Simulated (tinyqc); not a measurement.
From a target to a composition: model-solid line-up of a strained alloy layer on a substrate. Two cases, with inputs chosen for the exercise.

Problem. A layer of the alloy is strained to the substrate, and its gap (Ec minus the top valence edge) is given. Find x between 0.56 and 0.98, where the gap is monotonic.

All values of the alloy are linear in x but the gap, Eg(x) = (1 - x) Eg_A + x Eg_B - C x (1 - x), and the valence edge, Ev(x) = (1 - x) Ev_A + x Ev_B + fv C x (1 - x); Ec = Ev + Eg. Ev is the top of the unstrained valence band on a scale common to all materials. In the layer only the Gamma valley of the conduction band is followed, also where an X or L valley would lie lower.

Coherent growth on a (001) face: e_par = (a_s - a)/a, e_perp = -2 (C12/C11) e_par; exx = eyy = e_par, ezz = e_perp, no shear.

Strained edges: Ec + ac tr(e); the valence edges are Ev plus the levels of the 6 x 6 matrix of X, Y, Z times spin with -Dso/3 + l exx + m (eyy + ezz) on the diagonal (cyclic), n exy off it, l = av + 2 b, m = av - b, n = sqrt(3) d. Spin-orbit term (Dso/3) L.sigma on X, Y, Z with (L_k)_ij = -i epsilon_kij: <X+|H|Y+> = -i Dso/3, <X+|H|Z-> = Dso/3, <Y+|H|Z-> = -i Dso/3, <Z+|H|X-> = -Dso/3, <Z+|H|Y-> = i Dso/3, <X-|H|Y-> = i Dso/3, and their conjugates; + and - are the spin along z.

Find: x; e_par; gap of the relaxed alloy.

Case 1.

Values chosen (A near InSb, B near InAs, substrate near InAs; not measured data):
- a = (6.477, 6.058) angstrom (lattice constant of A, B)
- Eg = (0.235, 0.412) eV (gap at Gamma to the s-like level of A, B)
- Dso = (0.814, 0.389) eV (spin-orbit splitting of A, B)
- Ev = (0, -0.59) eV (top of the unstrained valence band of A, B)
- ac = (-6.89, -5.03) eV (conduction deformation potential of A, B)
- av = (0.36, 0.99) eV (valence hydrostatic potential of A, B)
- b = (-1.98, -1.82) eV (tetragonal shear potential of A, B)
- d = (-4.63, -3.59) eV (trigonal shear potential of A, B)
- C11 = (68.9, 83.3) GPa (of A, B)
- C12 = (37.9, 44.8) GPa (of A, B)
- C44 = (30.9, 39.9) GPa (of A, B)
- C = 0.742 eV (bowing of the gap)
- fv = 0.6 (share of the bowing taken by the valence edge)
- a_s = 6.058 angstrom (substrate)
- face = 001 (growth face)

strained gap = 0.243238 eV

Solution.

x = 0.700
e_par = -2.033 %
gap of the relaxed alloy = 0.203 eV

Bisect on x; the strained gap is 0.2121 eV at x = 0.56 and 0.3964 eV at x = 0.98.

Case 2.

Values chosen (A near InAs, B near InSb, substrate near InSb; not measured data):
- a = (6.06, 6.488) angstrom (lattice constant of A, B)
- Eg = (0.415, 0.232) eV (gap at Gamma to the s-like level of A, B)
- Dso = (0.394, 0.8) eV (spin-orbit splitting of A, B)
- Ev = (-0.59, 0) eV (top of the unstrained valence band of A, B)
- ac = (-5.05, -6.89) eV (conduction deformation potential of A, B)
- av = (1, 0.36) eV (valence hydrostatic potential of A, B)
- b = (-1.81, -2) eV (tetragonal shear potential of A, B)
- d = (-3.6, -4.67) eV (trigonal shear potential of A, B)
- C11 = (82.5, 68.8) GPa (of A, B)
- C12 = (46, 37.8) GPa (of A, B)
- C44 = (40.1, 30.9) GPa (of A, B)
- C = 0.73 eV (bowing of the gap)
- fv = 0.7 (share of the bowing taken by the valence edge)
- a_s = 6.488 angstrom (substrate)
- face = 001 (growth face)

strained gap = 0.067951 eV

Solution.

x = 0.860
e_par = 0.932 %
gap of the relaxed alloy = 0.170 eV

Bisect on x; the strained gap is -0.2049 eV at x = 0.56 and 0.2071 eV at x = 0.98.

Computed by tinyqc, one run a case: `OMP_NUM_THREADS=1 python tinyqc.py N N+1 out.jsonl` with N = 1081214, 1081283; one thread of a shared Intel(R) Xeon(R) Processor @ 2.30GHz, about 0.01 s a run at most.
